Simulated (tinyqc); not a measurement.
# Worked calculation: undoped symmetric double-gate MOSFET, analytic potential model

Numbers from tinyqc (`OMP_NUM_THREADS=1 python tinyqc.py 2440160 2440161 out.jsonl`; about 0.03 s on one thread of a shared Intel Xeon 2.30GHz). Printed values are rounded.

An undoped body of thickness ts between two equal insulators and tied gates; long channel, electrons only, n = ni exp((psi - V)/Vt) with V the quasi-Fermi potential (0 at the source, Vd at the drain), constant mobility, no quantisation. Across the body psi(x) = V - 2 Vt ln[(ts/(2 beta)) sqrt(q ni/(2 eps0 eps_r Vt)) cos(2 beta x/ts)], x from the centre. Q is the electron charge per area of the whole body.

Inputs (values chosen for the exercise); material values close to those of silicon:
```
symbol    value        unit                                             meaning
T           400           K                                         temperature
Eg         1.13          eV                                            band gap
eps_r      11.7                      relative permittivity of the semiconductor
Nc      4.33e19       cm^-3              conduction-band density of states at T
Nv      4.02e19       cm^-3                 valence-band density of states at T
eox        4.08                     relative permittivity of the gate insulator
tox         3.8          nm                                 insulator thickness
ts            6          nm                                      body thickness
dphi       0.08           V  gate work function less that of the intrinsic body
mu          120  cm^2/(V s)                                    channel mobility
L           0.2          um                                         gate length
Vg          0.5           V                                        gate voltage
Vd          0.8           V                                       drain voltage
```

Constants: q = 1.602176634e-19 C, kB = 1.380649e-23 J/K, Vt = kB T/q, eps0 = 8.8541878128e-14 F/cm where lengths are in cm. Results are converted to the units shown.

Range of the model: In a body this thin, quantum confinement raises the threshold; it is left out.

## Constants of the body

ni = sqrt(Nc Nv) exp(-Eg/(2 Vt)), Eg in volts; r = eps_r tox/(eox ts); V0 = dphi + 2 Vt ln[(2/ts) sqrt(2 eps0 eps_r Vt/(q ni))].

ni = 3.17446e12 cm^-3
r = 1.81618
V0 = 0.571543 V

## Iteration 1: beta at the source by Newton steps

beta at the start = 1

With V = 0: f = ln(beta) - ln(cos beta) + 2 r beta tan(beta) - (Vg - V0)/(2 Vt); f' = 1/beta + tan(beta) + 2 r [tan(beta) + beta/cos^2(beta)]; beta(new) = beta - f/f'.

f = 7.31046
f' = 20.6572
beta after iteration 1 = 0.646105

## Iteration 2: beta at the source by Newton steps

As before.

f = 2.59582
f' = 8.72228
beta after iteration 2 = 0.348497

## Course of the iteration: beta at the source by Newton steps

Stop when beta changes by less than 1e-11, or after 40 iterations. beta must stay between 0 and pi/2.

Course of the iteration:
```
iteration      beta  |change|
1          0.646105     0.354
2          0.348497     0.298
3          0.264030    0.0845
4          0.263926   1.04e-4
5          0.263926   4.39e-9
6          0.263926   < 1e-13
```

Converged in 6 iterations. The changes do not fall evenly; from iteration 1 to 5 they shrink by a factor of 95 a step on average.

## Charges and drain current

beta_s = 0.263926
beta_d = 3.23235e-6

beta (between 0 and pi/2) solves (Vg - V0 - V)/(2 Vt) = ln(beta) - ln(cos beta) + 2 r beta tan(beta). Q = 8 eps0 eps_r Vt beta tan(beta)/ts; I = mu (1/L)(4 eps0 eps_r/ts)(2 Vt)^2 [g(beta_s) - g(beta_d)] per width, g = beta tan(beta) - beta^2/2 + r beta^2 tan^2(beta), with beta_s at V = 0 and beta_d at V = Vd.

Qs = 33.9564 nC/cm^2
Qd = 4.97442e-9 nC/cm^2
g(beta_s) = 0.0457305
g(beta_d) = 5.22404e-12
I = 0.900588 uA/um

The term r beta^2 tan^2(beta), which gives the square law, makes up 20.2 % of g at the source.

## Potential and electron density across the body at the source

x/ts, point 0 to 6: [0, 0.1, 0.2, 0.3, 0.4, 0.45, 0.5]

psi(x) as above with V = 0 and beta = beta_s; n = ni exp(psi/Vt).

```
point   psi (V)   n (cm^-3)
0      0.399711  3.44992e17
1      0.399807  3.45955e17
2      0.400096  3.48866e17
3      0.400579  3.53790e17
4      0.401259  3.60841e17
5      0.401675  3.65214e17
6      0.402141  3.70185e17
```

The density at the surface is 1.07 times that at the centre (1/cos^2 beta).
